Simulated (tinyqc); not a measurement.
Etch lag against aspect ratio: ion-assisted plasma etching: sheath, surface coverage, synergy and aspect-ratio dependence. Computed by tinyqc, a small Python program. Command: `OMP_NUM_THREADS=1 python tinyqc.py 3019802 3019803 out.jsonl etch walk`. One thread of a shared host (Intel(R) Xeon(R) Processor @ 2.30GHz), about 0.05 s of CPU time with the checks.

Radicals adsorb on bare sites; ions remove covered sites with a high yield and bare sites by sputtering; a slow spontaneous reaction acts everywhere, walls included.

Inputs (values chosen for the exercise, close to those used for silicon in a halogen plasma): plasma density n_e = 7.5e+09 1/cm^3; electron temperature T_e = 2 eV; ion mass M_i = 35.5 u; sheath voltage V = 340 V; radical density n = 9.2e+12 1/cm^3; radical mass M_n = 35.5 u; gas temperature T_g = 600 K; sticking coefficient s = 0.2; radicals per removed unit x = 4; yield slope b = 0.16 eV^(-1/2); threshold E_th = 7.2 eV; sputter slope b_p = 0.019 eV^(-1/2); sputter threshold E_p = 26 eV; spontaneous reaction probability k_c = 1.1e-05; solid density N = 5e+22 1/cm^3; ion temperature T_i = 0.22 eV.

Feature: round hole.

Constants: e = 1.602176634e-19 C; u = 1.6605390666e-27 kg; k_B = 1.380649e-23 J/K; eps_0 = 8.8541878128e-12 F/m.

Method:
- Bohm speed u_B = sqrt(e T_e/M_i); ion flux G_i = 0.61 n_e u_B; radical flux G_n = n c/4 with c = sqrt(8 k_B T_g/(pi M_n)).
- Debye length lambda_D = sqrt(eps_0 T_e/(e n_s)) with n_s = 0.61 n_e, T_e in volts; Child-law sheath d = (sqrt2/3) lambda_D (2 V/T_e)^(3/4); ion energy E = V + T_e/2; angular spread = arctan(sqrt(T_i/E)).
- Yields: Y = b (sqrt(E) - sqrt(E_th)) on covered sites, Y_p = b_p (sqrt(E) - sqrt(E_p)) on bare ones (zero below threshold).
- Steady coverage: s G_n (1 - theta) = x Y G_i theta; removal flux = Y G_i theta + Y_p G_i (1 - theta) + k_c G_n; rate = flux/N, 1 cm/s = 6e8 nm/min.
- Lateral rate = k_c G_n/N; anisotropy = 1 - lateral/vertical; synergy = vertical/(ions alone + radicals alone), with ions alone Y_p G_i/N and radicals alone the lateral rate.
- Transmission of a round hole: K = 1/(1 + 3A/4), walls that scatter diffusely without loss. With a loss probability S = s (1 - theta) at the floor, G_b/G_n = K/(K + S - K S); theta follows G_b, and the two are solved together. Ions are taken to reach the floor unshadowed; G_b replaces G_n in every term of the rate; A is depth over diameter.

yield Y = 2.52526

sputter yield Y_p = 0.253976

ion flux G_i = 1.06665e+15 1/(cm^2 s)

radical flux G_n = 1.37587e+17 1/(cm^2 s)

vertical rate = 24.1609 nm/min

coverage theta = 0.718625

Floor of the feature:
```
A            K  G_b/G_n    theta  rate (nm/min)  relative rate
0.5    0.72727  0.97902  0.71432         24.035        0.99480
1.0    0.57143  0.95830  0.70993         23.908        0.98951
2.0    0.40000  0.91767  0.70093         23.645        0.97865
5.0    0.21053  0.80263  0.67212         22.805        0.94389
10.0   0.11765  0.63639  0.61910         21.261        0.87997
20.0   0.06250  0.40370  0.50764         18.016        0.74568
50.0   0.02597  0.15752  0.28689         11.594        0.47987
100.0  0.01316  0.07335  0.15778          7.839        0.32445
```

What follows from these numbers?

K falls by a factor 55.3 over the rows and the rate by 3.07. Among these rows the rate stays within 10 % of the open-field value up to A = 5, with an open-field coverage of 0.72. Caution: a sheath of several millimetres is collisional at usual pressures, which lowers the ion energy and widens the angles. Caution: rows with A above about 1/(2 tan(ion spread)) or 1/sqrt(k_c), often 10 to 30, are formal: ion shadowing, radical loss on the walls, redeposition of sputtered material and, in fluorocarbon plasmas, polymer growth are left out and add to the lag.
